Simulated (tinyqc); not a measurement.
Inside a calculation. Model: surface potential of a MOS transistor: implicit equation and explicit approximations.

Numbers from tinyqc (`OMP_NUM_THREADS=1 python tinyqc.py 2122002 2122003 out.jsonl`; about 0.01 s on one thread of a shared Intel Xeon 2.30GHz). Printed values are rounded.

p-type body, charge-sheet picture, depletion and inversion only, full ionisation (an idealisation for deep acceptors), Boltzmann statistics (rough once Na exp(x - xn) passes about Nc/7). In units of Vt: xg = (Vg - Vfb)/Vt, x = psi/Vt, G = gamma/sqrt(Vt), xn = (2 phiF + Vc)/Vt. The implicit equation is (xg - x)^2 = G^2 [x - 1 + exp(x - xn)] for x above about 3. Cox = eps0 eox/tox.

Values chosen for this exercise; band and dielectric values close to those of silicon:
- T = 400 K (temperature)
- Eg = 1.1 eV (band gap)
- eps_r = 11.9 (relative permittivity)
- Nc = 4.26e19 cm^-3 (conduction-band density of states at T)
- Nv = 4.08e19 cm^-3 (valence-band density of states at T)
- eox = 25.1 (relative permittivity of the gate insulator (close to zirconium oxide))
- tox = 57 nm (insulator thickness)
- Na = 1.6e18 cm^-3 (acceptor density)
- Vfb = -0.55 V (flat-band voltage)
- Vc = 1 V (channel-body voltage)
- Vg = 4.58 V (gate-body voltage)

Constants: q = 1.602176634e-19 C, kB = 1.380649e-23 J/K, Vt = kB T/q, eps0 = 8.8541878128e-14 F/cm where lengths are in cm. Results are converted to the units shown.

Range of the model: The electron quasi-Fermi level lies less than 2 Vt below the band edge at the surface, or above it, where degeneracy and confinement, left out, matter.

## Scales

ni = sqrt(Nc Nv) exp(-Eg/(2 Vt)), Eg in volts; phiF = Vt ln(Na/ni); gamma = sqrt(2 q eps0 eps_r Na)/Cox; VT = Vfb + Vt (xn + G sqrt(xn - 1)).

phiF = 0.437621 V
gamma = 1.88508 V^0.5
G = 10.1535
xn = 54.4032
VT = 3.88283 V
xg = 148.828

## Explicit approximation

Depletion value a = 1 + [sqrt(G^2/4 + xg - 1) - G/2]^2; inversion value b = xn + ln[(xg - xn)^2/G^2 - xn + 1] and first guess y = min(a, b) - ln(1 + exp(-|a - b|)) if a > xn + 1, else b = y = a; one second-order correction with D = exp(y - xn), p = 2 (xg - y) + G^2 (1 + D), w = (xg - y)^2 - G^2 (y - 1 + D): z = y + 2 w/(p + sqrt(p^2 - 2 (2 - G^2 D) w)), or the Newton step z = y + w/p where the root is not real.

a = 66.5946
b = 57.9022
y = 57.9020
p = 3694.93
w = -1008.64
z = 57.5817

The root of the implicit equation is x = 57.5880; y misses it by 0.31 and z by -0.0062, in units of Vt.

## Starting value

x = y rounded to two decimals.

x at the start = 57.9

## Iteration 1: new x

D = exp(x - xn), f = (xg - x)^2 - G^2 (x - 1 + D), f' = -2 (xg - x) - G^2 (1 + D), x(new) = x - f/f'.

D = 33.0099
f = -1001.17
f' = -3688.03
x after iteration 1 = 57.6285

## Iteration 2: new x

As before.

D = 25.1622
f = -114.702
f' = -2879.54
x after iteration 2 = 57.5887

## Iteration 3: new x

As before.

D = 24.1796
f = -2.02934
f' = -2778.32
x after iteration 3 = 57.5880

## Course of the iteration

Stop when the step is below 1e-11, or after 60 iterations.

Course of the iteration:
```
iteration  x before the step       step
1                       57.9     -0.271
2                    57.6285    -0.0398
3                    57.5887   -7.30e-4
4                    57.5880   -2.39e-7
5                    57.5880  -2.84e-14
```

Converged in 5 iterations.

## Potential, charges and gate control

converged x = 57.5880

psi = Vt x; N_dep = Cox Vt G sqrt(x - 1)/q; N_inv = (Cox Vt G/q) [sqrt(x - 1 + exp(x - xn)) - sqrt(x - 1)]; dpsi/dVg = 1/[1 + G^2 (1 + exp(x - xn))/(2 (xg - x))].

psi = 1.98502 V
N_dep = 6.40687e12 cm^-2
N_inv = 1.2465e12 cm^-2
dpsi/dVg = 0.0657231

psi lies 3.2 Vt above 2 phiF + Vc.
